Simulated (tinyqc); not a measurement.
What each parameter does: WKB tunnelling through a gate dielectric with a two-band (Franz) dispersion.

At depth x the conduction edge lies u(x) = phi - V x/t above the electron. Parabolic: kappa = sqrt(m u/c). Franz: kappa = sqrt(m u (1 - u/Eg)/c), which vanishes at both band edges. c = hbar^2/2m0. T = exp(-2 integral of kappa dx) over the region u > 0; no image force, no prefactor, zero transverse momentum. The region ends at x_e = min(t, phi t/V); x_e < t is the Fowler-Nordheim regime.

Constants: hbar^2/2m0 = 3.80998211 eV angstrom^2.

Inputs chosen for the exercise (of the size used for HfO2 on silicon; the results hold for these values, not for the real material): Eg = 5.52 eV (gap of the dielectric); phi = 1.47 eV (barrier above the electron energy at the emitter); m = 0.22 m0 (mass at the conduction edge); t = 36 angstrom (thickness); V = 1.3 V (voltage across the layer).

Exponents 2 I in closed form.

One parameter was then changed.

Results before and after:
```
case,2 I parabolic,2 I Franz,log10 T Franz
base,15.191,13.867,-6.022
changed,15.950,14.499,-6.297
```

Which of these changes was made? (a) t = 32.4 angstrom; (b) V = 1.17 V; (c) phi = 1.617 eV; (d) Eg = 6.072 eV; (e) m = 0.198 m0.

Answer: (b) V = 1.17 V. Of the candidates, run in turn, only this one gives the changed row.

All candidates:
```
case,2 I parabolic,2 I Franz,log10 T Franz
base,15.191,13.867,-6.022
Eg = 6.072 eV,15.191,13.993,-6.077
phi = 1.617 eV,16.660,14.989,-6.510
m = 0.198 m0,14.412,13.155,-5.713
t = 32.4 angstrom,13.672,12.480,-5.420
V = 1.17 V,15.950,14.499,-6.297
```

The exponent is linear in t and goes as sqrt(m); Eg enters the two-band form alone.

(tinyqc, `OMP_NUM_THREADS=1 python tinyqc.py 1480962 1480963 out.jsonl`, Intel(R) Xeon(R) Processor @ 2.30GHz, 1 thread, shared host, about 0.01 s.)
